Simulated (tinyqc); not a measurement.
A run and its error bars: classical Heisenberg spin chain: exact results, Metropolis, heat-bath and over-relaxation steps, and a Monte Carlo run. Computed by tinyqc, a small Python program. Command: `OMP_NUM_THREADS=1 python tinyqc.py 3130291 3130292 out.jsonl heismc walk`. One thread of a shared host (Intel(R) Xeon(R) Processor @ 2.30GHz), about 0.3 s of CPU time with the checks.

E = -J sum_i s_i . s_(i+1) for unit vectors s_i on an open chain; K = J/(k_B T).

Inputs (values chosen for the exercise, for a model chain of large moments):

| quantity | value | unit |
|---|---|---|
| coupling J | -6.4 | meV |
| temperature T | 50.1 | K |
| moment mu | 6.4 | mu_B |
| length N of the open chain | 8 | - |
| seed | 760386 | - |

Update: Metropolis.

Constants: k_B = 8.617333262e-05 eV/K; mu_B = 5.7883818060e-05 eV/T.

Method:
- Each bond angle is independent, so u = <s_i . s_(i+1)> = coth K - 1/K, <s_i . s_(i+n)> = u^n, correlation length xi = -1/ln|u|, energy per bond -J u, heat capacity per bond c/k_B = 1 - K^2/sinh^2 K, and for the long chain chi = mu^2 (1 + u)/(3 k_B T (1 - u)) per spin.
- For N spins, <|sum s|^2>/N = (1 + u)/(1 - u) - 2 u (1 - u^N)/(N (1 - u)^2); the long chain has (1 + u)/(1 - u), chi over the Curie value, and the difference is relative to it.
- From the ordered state (alternating for J < 0), with trial spins uniform on the sphere, 200 sweeps are discarded and 1600 recorded (even and odd sites in turn; random numbers not printed, so these rows are one sample). Errors are the scatter of block means over sqrt(number of blocks).

K = -1.48241

u = -0.434171

<|sum s|^2>/N = 0.447238

Blocking:

| block length | mean bond product | error | <\|sum s\|^2>/N | error |
|---|---|---|---|---|
| 1 | -0.43309 | 0.0045472 | 0.43630 | 0.008635 |
| 4 | -0.43309 | 0.0064205 | 0.43630 | 0.009447 |
| 16 | -0.43309 | 0.0072996 | 0.43630 | 0.010198 |
| 40 | -0.43309 | 0.0083912 | 0.43630 | 0.011099 |
| 80 | -0.43309 | 0.0074354 | 0.43630 | 0.009449 |

With blocks of 40 the bond product is 0.1 error bars from the exact u = -0.4342, and <|sum s|^2>/N is 1.0 from the exact 0.447. Blocking to 40 changes the two errors by factors 1.8 and 1.3, because successive sweeps are correlated. 48 % of the trial spins are accepted.
